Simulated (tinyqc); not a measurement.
Worked calculation: finite-difference solution of the diffusion equation on a small grid. Computed by tinyqc, a small Python program that keeps every step. Command: `OMP_NUM_THREADS=1 python tinyqc.py 3017592 3017593 out.jsonl fdiff walk`. One thread of a shared host (Intel(R) Xeon(R) Processor @ 2.30GHz), about 0.01 s of CPU time with the checks. Intermediate numbers are printed to about 6 digits and carried at full precision; extremes and crossings named in words are read from the listed rows.

dC/dt = D d2C/dx2 on nodes x_j = j dx, j = 0..7; the far end is sealed.

Inputs (values chosen for the exercise):
```
quantity,value,unit
diffusivity D,0.072,nm^2/s
grid spacing dx,20,nm
time step dt,1200,s
final time t_f,19200,s
surface value C_s,96,% of a reference
```

Boundary at x = 0: fixed surface value. Scheme: explicit.

start values C_j, j = 0, 1, ... (% of a reference): [0, 0, 0, 0, 0, 0, 0, 0]

## Mesh ratio and operator

The operator M acts as (M C)_j = C_(j-1) - 2 C_j + C_(j+1); at the sealed far end a mirror node gives 2 C_(N-2) - 2 C_(N-1); at j = 0, C_0 is held at C_s from the start (row of zeros). r = D dt/dx^2.

mesh ratio r = 0.216

operator M:
```
,0,1,2,3,4,5,6,7
0,0,0,0,0,0,0,0,0
1,1,-2,1,0,0,0,0,0
2,0,1,-2,1,0,0,0,0
3,0,0,1,-2,1,0,0,0
4,0,0,0,1,-2,1,0,0
5,0,0,0,0,1,-2,1,0
6,0,0,0,0,0,1,-2,1
7,0,0,0,0,0,0,2,-2
```

## Amplification factors

The mode of M with eigenvalue mu has its amplitude multiplied per step by g = (1 + (1 - theta) r mu)/(1 - theta r mu), with theta = 0 explicit, 1 implicit, 1/2 Crank-Nicolson; the explicit scheme is stable for r up to 2/|mu_min|.

eigenvalues mu of M: [-3.94986, -3.56366, -2.86777, -2.00000, -1.13223, -0.43634, -0.05014, 0.00000]

factors g: [0.14683, 0.23025, 0.38056, 0.56800, 0.75544, 0.90575, 0.98917, 1.00000]

largest stable r of the explicit scheme = 0.506348

The smallest factor is 0.147: no mode changes sign, and all decay but one with mu = 0 where there is such a mode.

## Time step 1

C at the start (%): [96, 0, 0, 0, 0, 0, 0, 0]

With r = D dt/dx^2: (1 - theta r M) C(new) = (1 + (1 - theta) r M) C(old); theta = 0 explicit, 1 implicit, 1/2 Crank-Nicolson.

C after step 1 (%): [96.000, 20.736, 0.000, 0.000, 0.000, 0.000, 0.000, 0.000]

## Time step 2

The formulas are those given above.

C after step 2 (%): [96.0000, 32.5140, 4.4790, 0.0000, 0.0000, 0.0000, 0.0000, 0.0000]

## All steps

The run takes n = round(t_f/dt) steps of length t_f/n. The dose is the trapezoidal sum of C dx; the error is the largest difference from exp(M D t/dx^2) C(0), the exact time evolution on the same grid.

Course of the run:
```
step,t (s),C_1,C_4,dose (% nm),largest error
1,1200,20.7360,0.0000,1374.72,3.78049
2,2400,32.5140,0.0000,1699.86,4.04808
3,3600,40.1714,0.0000,1974.12,3.53707
4,4800,45.6199,0.2090,2215.30,2.94784
5,6000,49.7412,0.6838,2432.94,2.44231
6,7200,52.9964,1.3969,2632.78,2.03934
7,8400,55.6506,2.2957,2818.55,1.72365
...,...,...,...,...,...
10,12000,61.3902,5.6245,3314.16,1.14801
11,13200,62.8213,6.8298,3463.68,1.08863
12,14400,64.0886,8.0458,3607.01,1.02793
13,15600,65.2210,9.2591,3744.87,0.96856
14,16800,66.2409,10.4606,3877.83,0.91188
15,18000,67.1658,11.6438,4006.39,0.85849
16,19200,68.0095,12.8048,4130.96,0.80855
```

C at the end (%): [96.0000, 68.0095, 43.6015, 25.0565, 12.8048, 5.8132, 2.4905, 1.5438]

largest error at t_f = 0.808550 %

final dose = 4130.96 % nm

final C_4 = 12.8048 %

The time-step error at the end is 0.81 on a scale of 96.0. The dose grows as material enters from the surface.

## The three schemes as the step is halved

Each run reaches t_f in n equal steps; errors are the largest difference from exp(M D t_f/dx^2) C(0). A dash marks unstable explicit runs.

Largest error at t_f (%):
```
steps n,r,explicit,implicit,Crank-Nicolson
4,0.8640,-,3.04112,2.71897e-01
8,0.4320,1.69302,1.57397,6.44005e-02
16,0.2160,0.80855,0.79740,1.60623e-02
32,0.1080,0.40355,0.40075,4.01276e-03
64,0.0540,0.20151,0.20081,1.00301e-03
128,0.0270,0.10068,0.10050,2.50740e-04
256,0.0135,0.05032,0.05027,6.26844e-05
```

From the last two rows, halving the step divides the error by 2.00 (explicit), 2.00 (implicit), 4.00 (Crank-Nicolson): a factor 2 marks first order in dt and 4 second order. The explicit scheme needs n of at least 7 to be stable; the other two are stable at any step.

Checks made by the program: matrix exponential against 4096 Crank-Nicolson steps (relative difference 3e-09).
